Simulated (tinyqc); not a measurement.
Finite-size error of a charged defect in a periodic cell: Madelung and Makov-Payne terms. Which input was changed? Computed by tinyqc, a small Python program. Command: `OMP_NUM_THREADS=1 python tinyqc.py 3013109 3013110 out.jsonl imagecharge which`. One thread of a shared host (Intel(R) Xeon(R) Processor @ 2.30GHz), about 0.6 s of CPU time with the checks.

L is the cube root of the cell volume. The defect charge is a Gaussian, rho(r) = q (2 pi sigma^2)^(-3/2) exp(-r^2/2 sigma^2), repeated periodically in a uniform neutralising background and screened by a continuum. The model cell energy is E(L) = E_0 + [periodic - isolated electrostatic energy].

Inputs (values chosen for the exercise, for a model host):

| quantity | value | unit |
|---|---|---|
| charge q | 2 | e |
| cell length L | 19.5 | angstrom |
| dielectric constant eps | 13.7 | - |
| width sigma of the defect charge | 1.7 | angstrom |
| formation energy of the isolated defect E_0 | 4.711 | eV |

Supercell lattice: bcc. Screening: isotropic.

Constants: e^2/(4 pi eps_0) = 14.39964548 eV angstrom.

Method:
- Cell vectors: (-1,1,1), (1,-1,1), (1,1,-1), scaled to volume L^3.
- Ewald sum for a unit point charge: scale each Cartesian component of the cell by 1/sqrt(eps_i), giving R', G' and V'; E = [ (1/2) sum erfc(eta R')/R' + (2 pi/V') sum exp(-G'^2/4 eta^2)/G'^2 - eta/sqrt(pi) - pi/(2 V' eta^2) ] e^2/(4 pi eps_0) / sqrt(eps_x eps_y eps_z), over n_i = -6..6, omitting n = (0,0,0), eta = 2/V'^(1/3). alpha = -2 E eps_g L/(e^2/(4 pi eps_0)), eps_g = (eps_x eps_y eps_z)^(1/3).
- Periodic energy of the Gaussian: (2 pi q^2/V) sum_(G != 0) exp(-sigma^2 G^2)/(G.eps.G) x e^2/(4 pi eps_0), n_i = -k..k with k = max(9, L/sigma rounded up). Isolated energy: q^2/(2 sqrt(pi) sigma) <1/(n.eps.n)> e^2/(4 pi eps_0), the mean over directions n, here 1/eps.
- Second radial moment Q = q <r^2> = 3 q sigma^2; E(corrected) = E(L) + q^2 alpha e^2/(4 pi eps_0)/(2 eps L) - 2 pi q Q e^2/(4 pi eps_0)/(3 eps L^3). Errors left are the corrected energies less E_0.

Task: One of these inputs alone was changed, within the range given: cell length L (9.75 to 30); dielectric constant eps (6.85 to 27.4); width sigma of the defect charge (0.85 to 3.4). Which one, and to what value?

Results:

| run | error left after the first term (eV) | point-charge correction -q^2 E (eV) | finite-size error (eV) |
|---|---|---|---|
| before | 0.01029592 | 0.3113818 | -0.3010859 |
| after | 0.00801238 | 0.2864125 | -0.2784001 |

Result:

Each candidate set to reproduce error left after the first term, and what it then gives:

| candidate | range searched | value needed | point-charge correction -q^2 E (eV) | finite-size error (eV) |
|---|---|---|---|---|
| cell length L (angstrom) | 9.75 to 30 | 21.20 | 0.28641 | -0.27840 |
| dielectric constant eps | 6.85 to 27.4 | 17.60 | 0.24232 | -0.23431 |
| width sigma of the defect charge (angstrom) | 0.85 to 3.4 | 1.500 | 0.31138 | -0.30337 |

Only cell length L fits every result: it went from 19.5 to 21.2 angstrom. The next best candidate, width sigma of the defect charge, misses one result by 9.0 %.
